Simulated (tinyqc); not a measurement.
# Inputs raised by 2 %, one at a time

Model: deep-level transient spectroscopy (DLTS) of one majority-carrier trap. Computed by tinyqc, a small Python program. Command: `OMP_NUM_THREADS=1 python tinyqc.py 3016202 3016203 out.jsonl dlts sens`. One thread of a shared host (Intel(R) Xeon(R) Processor @ 2.30GHz), about 0.2 s of CPU time with the checks.

A filling pulse loads the traps in a one-sided junction; under reverse bias they empty at the rate e, and the capacitance relaxes as C(t) = C_0 - dC exp(-e t). The signal is S = [C(t_2) - C(t_1)]/dC.

Inputs (values chosen for the exercise, with mass and screening modelled on GaAs):
```
quantity                    value   unit
density-of-states mass m   0.0659    m_0
valleys M                       1      -
trap depth E_t              0.157     eV
cross-section sigma_0     2.5e-14   cm^2
degeneracy ratio g              1      -
gate time t_1                0.01      s
ratio t_2/t_1                   5      -
temperature T                  81      K
doping N                  6.1e+14  cm^-3
trap density N_t          1.7e+12  cm^-3
dielectric constant eps      12.4      -
built-in voltage V_b         0.99      V
reverse bias V_r              5.5      V
diode area                 0.0025   cm^2
capture barrier E_b          0.12     eV
```

Carriers: electrons. Extra term: capture barrier.

Constants: k_B = 8.617333262e-05 eV/K; k_B = 1.380649e-23 J/K; m_0 = 9.1093837015e-31 kg; h = 6.62607015e-34 J s; eps_0 = 8.8541878128e-12 F/m; e = 1.602176634e-19 C.

Method:
- e = g sigma v N_b exp(-E/k_B T), v = sqrt(3 k_B T/m), N_b = 2 M (2 pi m k_B T/h^2)^(3/2), sigma = sigma_0 exp(-E_b/k_B T), E = E_t.
- S(e) = exp(-e t_1) - exp(-e t_2) peaks at the rate window e_0 = ln(t_2/t_1)/(t_2 - t_1).
- T_p solves e(T) = e_0 (bisection between 15 and 1500 K); the half-height points solve S = S_max/2 on either side.
- t_1 is scaled by 0.1, 0.3, 1, 3, 10 and 30 at fixed t_2/t_1; each T_p by bisection.
- Least squares of ln(e_0/T_p^2) on 1/(k_B T_p): slope -E_a, intercept ln(gamma sigma_a) with gamma = v N_b/T^2 = sqrt(3 k_B/m) 2 M (2 pi m k_B/h^2)^(3/2). For comparison, the slope of ln e_0 alone.
- W = sqrt(2 eps eps_0 (V_b + V_r)/(e N)), C_0 = eps eps_0 area/W. The pulse goes to zero bias, W_0 = W(V_r = 0). Traps within lambda = sqrt(2 eps eps_0 (E_t - E_F)/(e^2 N)) of the depletion edge stay filled, with E_F = k_B T_p ln(N_b/N) from the band, N_b = 2 M (2 pi m k_B T_p/h^2)^(3/2) (dopants taken as fully ionised). dC = C_0 (N_t/2N) f, f = [(W - lambda)^2 - max(W_0 - lambda, 0)^2]/W^2. The simple estimate is 2 N dC/C_0.

Runs; columns: (1) input moved; (2) from; (3) to; (4) peak temperature T_p (K); (5) apparent depth E_a (eV); (6) transient amplitude dC (fF); (7) emission rate e (1/s):
```
(1)                                 (2)        (3)    (4)      (5)    (6)        (7)
base run                              -          -  147.5  0.27700  7.072  2.050e-07
trap depth E_t (eV)               0.157    0.16014  149.1  0.28014  7.054  1.307e-07
cross-section sigma_0 (cm^2)    2.5e-14   2.55e-14  147.4  0.27700  7.071  2.091e-07
gate time t_1 (s)                  0.01     0.0102  147.4  0.27700  7.071  2.050e-07
density-of-states mass m (m_0)   0.0659   0.067218  147.4  0.27700  7.075  2.091e-07
doping N (cm^-3)                6.1e+14  6.222e+14  147.5  0.27700  7.000  2.050e-07
trap density N_t (cm^-3)        1.7e+12  1.734e+12  147.5  0.27700  7.214  2.050e-07
reverse bias V_r (V)                5.5       5.61  147.5  0.27700  7.042  2.050e-07
```

Exponents ln(y'/y) / ln(x'/x):
```
input                     peak temperature T_p  apparent depth E_a  transient amplitude dC  emission rate e
trap depth E_t                           0.521               0.569                  -0.128          -22.717
cross-section sigma_0                   -0.042               0.000                  -0.004            1.000
gate time t_1                           -0.042               0.000                  -0.004            0.000
density-of-states mass m                -0.042               0.000                   0.018            1.000
doping N                                 0.000               0.000                  -0.515            0.000
trap density N_t                         0.000               0.000                   1.000            0.000
reverse bias V_r                         0.000               0.000                  -0.212            0.000
```

Among the inputs moved here: peak temperature T_p answers most in size to trap depth E_t (exponent +0.521), next to cross-section sigma_0 (-0.042); its exponent is below 0.0005 for doping N, trap density N_t, reverse bias V_r. Apparent depth E_a answers most in size to trap depth E_t (exponent +0.569); its exponent is below 0.0005 for cross-section sigma_0, gate time t_1, density-of-states mass m, doping N, trap density N_t, reverse bias V_r. Transient amplitude dC answers most in size to trap density N_t (exponent +1.000), next to doping N (-0.515). Its exponent +1.000 in trap density N_t: dC is linear in N_t. Emission rate e answers most in size to trap depth E_t (exponent -22.717), next to cross-section sigma_0 (+1.000); its exponent is below 0.0005 for gate time t_1, doping N, trap density N_t, reverse bias V_r. Its exponent +1.000 in cross-section sigma_0: e is linear in sigma. Its exponent +1.000 in density-of-states mass m: v N_b goes as m^(-1/2) m^(3/2).

Extremes, crossings and ranges named in words are read from the listed rows.
